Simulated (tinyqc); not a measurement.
# Worked calculation: resistance of a source-drain extension with a graded tip

tinyqc, about 0.03 s, one thread, Intel Xeon 2.30GHz (shared host): `OMP_NUM_THREADS=1 python tinyqc.py 2282122 2282123 out.jsonl` Printed values are rounded.

y runs along the channel, the gate covers y > 0. The doping is N0 for y < y0 and N0 10^(-(y - y0)/la) beyond, uniform over the depth xj. Sheet conductance s(y) = q mu(N) max(N - Nch, 0) xj + (for y > 0) ma Cox Vo, with mu(N) = u0 + (u1 - u0)/(1 + (N/Nr)^au) and Cox = eps0 eox/tox. Current is taken as one-dimensional; depletion of the tip, spreading and the contact are left out. The metallurgical junction lies at yj, where N = Nch.

Values chosen for this exercise; mobility law close to that of electrons in silicon:
```
symbol,value,unit,meaning
eox,3.9,,relative permittivity of the gate insulator (close to silicon dioxide)
tox,2,nm,insulator thickness
N0,9.5e19,cm^-3,active doping of the extension far from the gate
la,3.3,nm/decade,lateral abruptness
y0,-0.3,nm,position under the gate where the fall begins (gate edge at 0)
xj,17,nm,depth of the extension
Nch,2.1e18,cm^-3,channel doping
Vo,0.81,V,gate overdrive
ma,170,cm^2/(V s),mobility of the gate-induced layer
u1,1414,cm^2/(V s),mobility at low doping
u0,68.5,cm^2/(V s),mobility at high doping
Nr,9.2e16,cm^-3,reference doping
au,0.711,,exponent
Lg,90,nm,gate length
```

Constants: q = 1.602176634e-19 C, eps0 = 8.8541878128e-14 F/cm where lengths are in cm. Results are converted to the units shown.

## Sheet resistances and junction position

yj = y0 + la log10(N0/Nch); sheet resistance of the full extension 1/[q mu(N0)(N0 - Nch) xj] and of the gate-induced layer 1/(ma Cox Vo); metallurgical length Lg - 2 yj; ye is where the doped and the gate-induced conductances are equal.

yj = 5.163164 nm
sheet resistance of the extension = 505.9427 ohm/square
sheet resistance of the induced layer = 4206.130 ohm/square
metallurgical length = 79.67367 nm
ye = 2.982118 nm
N at ye = 9.619273e18 cm^-3

The gate takes over 2.18 nm before the junction, where N is still 4.58 times the channel doping.

## Resistance of the overlapped part

Midpoint rule on 12 equal steps from 0 to yj: R_ov = sum h/s(y), per width.

```
point     y (nm)    N (cm^-3)  doped conductance (uS)  sheet resistance (ohm/square)
0      0.2151318  6.631672e19                1414.761                       605.1403
1      0.6453955  4.911794e19                1073.169                       762.8246
2       1.075659  3.637954e19                815.9338                       949.0529
3       1.505923  2.694476e19                621.2529                       1164.143
4       1.936187  1.995682e19                472.9136                       1407.139
5       2.366450  1.478116e19                358.8374                       1676.205
6       2.796714  1.094776e19                270.0018                       1969.473
7       3.226978  8.108537e18                199.6399                       2286.299
8       3.657241  6.005644e18                142.6483                       2628.836
9       4.087505  4.448121e18                95.14878                       3003.932
10      4.517769  3.294532e18                54.16585                       3425.666
11      4.948032  2.440118e18                17.39101                       3919.429
```

R_ov = 10.239 ohm um

The exact integral is 10.248 ohm um; the coarse sum is 0.083 % below it.
